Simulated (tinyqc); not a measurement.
Worked calculation: Finnis-Sinclair potential for a bcc metal: fit to cohesion and elasticity, then vacancy, surfaces and structure. Computed by tinyqc, a small Python program that keeps every step. Command: `OMP_NUM_THREADS=1 python tinyqc.py 3110247 3110248 out.jsonl fsfit walk`. One thread of a shared host (Intel(R) Xeon(R) Processor @ 2.30GHz), about 0.01 s of CPU time with the checks. Intermediate numbers are printed to about 6 digits and carried at full precision; extremes and crossings named in words are read from the listed rows.

E = (1/2) sum V(r) - A sqrt(rho), rho = sum phi(r), phi = (r - d)^2 for r < d, V = (r - c)^2 (c0 + c1 r + c2 r^2) for r < c. In bcc the 8 first neighbours lie at sqrt(3) a/2 and the 6 second at a; both cut-offs lie below the third shell; Omega = a^3/2; E is per atom and z the number of atoms in a shell. The four constants A, c0, c1, c2 are fitted to E_c, zero pressure, B and C12 - C44 alone, so C44 and C11 - C12 are not matched singly; defects are unrelaxed.

Inputs (values chosen for the exercise, modelled on molybdenum):
```
quantity             value      unit
lattice constant a   3.147  angstrom
cohesive energy E_c   6.84        eV
target C11             469       GPa
target C12             163       GPa
target C44             107       GPa
density cut-off d/a  1.303         -
pair cut-off c/a     1.049         -
```

Constants: 1 eV/angstrom^3 = 160.2176634 GPa; 1 eV/angstrom^2 = 16.02176634 J/m^2.

## Density sums and the constant A

rho = sum z phi, rho1 = sum z r phi', rho2 = sum z r^2 phi''. At zero pressure the effective pair part V + 2 F' phi obeys C12 = C44, so C12 - C44 = F'' (rho1/3)^2/Omega with F'' = A/(4 rho^(3/2)); this gives A.

rho = 20.5839 angstrom^2

rho1 = -95.9749 angstrom^2

rho2 = 237.687 angstrom^2

A = 1.98801 eV/angstrom

## Three linear equations for c0, c1, c2

With v_k = (r - c)^2 r^k the rows are (1/2) sum z v_k, (1/2) sum z r v_k' and (1/2) sum z r^2 v_k''. With rho1 = sum z r phi' and rho2 = sum z r^2 phi'' the right-hand sides are: -E_c + A sqrt(rho) (cohesion); A rho1/(2 sqrt(rho)) (zero pressure); 9 B Omega + A [rho2/(2 sqrt(rho)) - rho1^2/(4 rho^(3/2))] with B = (C11 + 2 C12)/3.

matrix:
```
                   c0       c1        c2
cohesion        1.398    3.839    10.558
pressure      -15.466  -39.540  -100.973
bulk modulus  118.843  262.188   562.618
```

right-hand side (eV): 2.180  -21.027  235.028

## Solution

Solve the three equations.

c0, c1, c2 (eV/angstrom^2, eV/angstrom^3, eV/angstrom^4): 75.5214  -56.1016  10.6093

## Elastic constants of the fitted potential

Second differences of E with strains of 1e-4: e_xx gives C11, (e_xx, e_yy) = (1, -1) gives 2 (C11 - C12), an engineering shear gives C44. B and C12 - C44 are fitted; the one combination left tests the choice of d.

C11 = 344.749 GPa

C12 = 225.125 GPa

C44 = 169.125 GPa

error of C44 = 58.0612 %

error of C' = (C11 - C12)/2 = -60.9073 %

C44 comes out high and C' low: with B and C12 - C44 fixed, C44 + 2 C'/3 is fixed too, so the two errors have opposite signs.

## Unrelaxed vacancy

E_v = -A sum_shells z [sqrt(rho - phi(r)) - sqrt(rho)] - (1/2) sum z V(r): the neighbours lose one bond each, and the atom is put back in the bulk.

V at the two shells (eV): 0.472823  0.096070

phi at the two shells (angstrom^2): 1.89106  0.90924

vacancy energy E_v = 2.42359 eV

E_v/E_c = 0.354326

A pair potential would give E_v = E_c; the square root lowers the ratio to 0.35.

## Unrelaxed surfaces

An atom in layer i below the surface keeps only neighbours no higher than the top layer; gamma = sum_i (E_i + E_c)/(area per surface atom), with layer spacings a/2, a/sqrt2 and areas a^2, a^2/sqrt2 for (100) and (110).

Excess energy by layer (eV):
```
face    layer 1   layer 2  layer 3
(100)  1.107536  0.153421        0
(110)  0.755362  0.000000        0
```

gamma(100) = 2.03994 J/m^2

gamma(110) = 1.72817 J/m^2

gamma(100)/gamma(110) = 1.18.

## bcc against fcc

E of each lattice against the volume per atom, as a multiple of Omega; all neighbours inside the cut-offs are summed.

Energies (eV/atom):
```
V/Omega       bcc       fcc  fcc less bcc (meV)
0.80     -6.04067  -6.49395            -453.288
0.84     -6.38583  -6.67421            -288.384
0.88     -6.60995  -6.73086            -120.911
0.92     -6.74645  -6.70709              39.361
0.96     -6.81823  -6.63547             182.769
1.00     -6.84000  -6.54013             299.875
1.05     -6.80913  -6.41375             395.383
1.10     -6.71863  -6.30017             418.462
1.20     -6.37652  -6.13701             239.510
```

The lowest fcc row, at V/Omega = 0.88, lies +109 meV from the bcc minimum: the fit keeps bcc stable, though nothing in it asked for that.

Checks made by the program: B and C12 - C44 recovered (relative difference 2e-07).
